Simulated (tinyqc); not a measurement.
Inside a calculation. Model: free and trapped electrons in a MOS channel with a dense trap tail.

tinyqc, about 0.02 s, one thread, Intel Xeon 2.30GHz (shared host): `OMP_NUM_THREADS=1 python tinyqc.py 2222224 2222225 out.jsonl` Printed values are rounded.

p-type body, charge-sheet picture, full ionisation (an idealisation for deep acceptors), Boltzmann statistics for free electrons. e = Ec - EF at the surface. Acceptor-like traps of density D(E) = D0 + De exp(-E/Ew) at depth E below Ec, from 0 to Eu, hold n_t = integral of D(E)/(1 + exp((e - E)/Vt)). psi = Eg - Vt ln(Nv/Na) - e; N_dep = sqrt(2 eps0 eps_r Na (psi - Vt)/q); n_f = sqrt(N_dep^2 + 2 eps0 eps_r Vt Nc exp(-e/Vt)/q) - N_dep; Vg = Vfb + psi + q (N_dep + n_t + n_f)/Cox, Cox = eps0 eox/tox.

Parameters, values chosen for the exercise; band and dielectric values close to those of 4H silicon carbide:
- T = 300 K (temperature)
- Eg = 3.3 eV (band gap)
- eps_r = 9.76 (relative permittivity)
- Nc = 1.71e19 cm^-3 (conduction-band density of states at T)
- Nv = 2.47e19 cm^-3 (valence-band density of states at T)
- eox = 3.9 (relative permittivity of the insulator)
- tox = 67 nm (insulator thickness)
- Na = 2e16 cm^-3 (acceptor density)
- Vfb = -2.11 V (flat-band voltage without trapped charge)
- D0 = 2.4e10 cm^-2 eV^-1 (constant background density of acceptor-like traps)
- De = 6e12 cm^-2 eV^-1 (density of the tail at the conduction edge)
- Ew = 0.12 eV (decay energy of the tail)
- Eu = 0.82 eV (depth below Ec down to which the traps reach)
- mf = 140 cm^2/(V s) (mobility of free electrons)
- e = 0.129 eV (Ec - EF at the surface)

Constants: q = 1.602176634e-19 C, kB = 1.380649e-23 J/K, Vt = kB T/q, eps0 = 8.8541878128e-14 F/cm where lengths are in cm. Results are converted to the units shown.

## Trapped charge

Trapezoid rule on 12 equal steps from 0 to Eu, f = 1/(1 + exp((e - E)/Vt)).

```
point     E (eV)  D(E) f (cm^-2 eV^-1)
0              0            4.07225e10
1      0.0683333            2.98582e11
2       0.136667            1.11568e12
3          0.205            1.05521e12
4       0.273333            6.36676e11
5       0.341667            3.71932e11
6           0.41            2.20926e11
7       0.478333            1.35431e11
8       0.546667            8.70520e10
9          0.615            5.96773e10
10      0.683333            4.41876e10
11      0.751667            3.54230e10
12          0.82            3.04636e10
```

n_t = 2.79919e11 cm^-2

With 1600 steps n_t = 2.800e11 cm^-2; the coarse value is 0.033 % below it.

## Charges and gate voltage

psi, N_dep, n_f and Vg as defined, with the n_t given; free share n_f/(n_f + n_t); apparent mobility mf n_f/(n_f + n_t); gate voltage spent on traps q n_t/Cox.

psi = 2.98696 V
N_dep = 7.99285e11 cm^-2
n_f = 2.00520e10 cm^-2
Vg = 4.29416 V
free share = 6.68467 %
apparent mobility = 9.35853 cm^2/(V s)
gate voltage spent on traps = 0.870169 V
